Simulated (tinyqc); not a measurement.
Starting guesses with plain Roothaan steps: SCF starting guesses in the sto-3g basis, for BeH2, spin multiplicity 1. Computed by the program tinyqc with PySCF. RHF with one setting changed at a time; a run stops when the energy changes by less than 1e-09 hartree and the error matrix is below 1e-5. Starts: the lowest orbitals of the core Hamiltonian, of the Wolfsberg-Helmholz matrix (K = 1.75), projected atomic densities, random orbitals, and the highest orbitals of the core Hamiltonian (a deliberately bad start).

Geometry (angstrom):

| atom | x | y | z |
|---|---|---|---|
| Be | 0.0000 | 0.0000 | 0.0000 |
| H | 0.0000 | 1.4900 | 0.0000 |
| H | 0.0000 | -1.4900 | 0.0000 |

lowest restricted solution found by these runs and by PySCF = -15.534642 hartree

Largest element of the error matrix X^T (FDS - SDF) X:

| iteration | core | Wolfsberg-Helmholz | atomic densities | random | highest core orbitals |
|---|---|---|---|---|---|
| 1 | 5.6e-01 | 1.4e-01 | 3.1e-01 | 2.9e+00 | 1.1e-01 |
| 2 | 3.8e-02 | 1.8e-02 | 1.0e-01 | 2.6e-01 | 3.5e-01 |
| 3 | 3.6e-03 | 3.7e-03 | 2.3e-02 | 6.2e-02 | 2.8e-01 |
| 4 | 6.4e-04 | 9.2e-04 | 5.8e-03 | 2.8e-02 | 3.7e-02 |
| 5 | 1.5e-04 | 2.4e-04 | 1.5e-03 | 1.2e-02 | 7.7e-03 |
| 6 | 3.9e-05 | 6.3e-05 | 4.0e-04 | 5.8e-03 | 1.9e-03 |
| 8 | 2.8e-06 | 4.5e-06 | 2.9e-05 | 1.5e-03 | 1.4e-04 |
| 10 | - | - | 2.0e-06 | 3.7e-04 | 9.5e-06 |
| 14 | - | - | - | 2.3e-05 | - |

How each run ends:

| run | iterations | E (hartree) | state |
|---|---|---|---|
| core | 8 | -15.53464 | lowest found |
| Wolfsberg-Helmholz | 8 | -15.53464 | lowest found |
| atomic densities | 10 | -15.53464 | lowest found |
| random | 16 | -15.53464 | lowest found |
| highest core orbitals | 11 | -15.53464 | lowest found |

What does the comparison show, and why?

5 of 5 runs reach the lowest restricted solution found, in 8 to 16 iterations (fastest: core, Wolfsberg-Helmholz). The first errors are 6e-01, 1e-01, 3e-01, 3e+00, 1e-01; the deliberately bad start has the smallest one, so a small first error does not mark a good start.
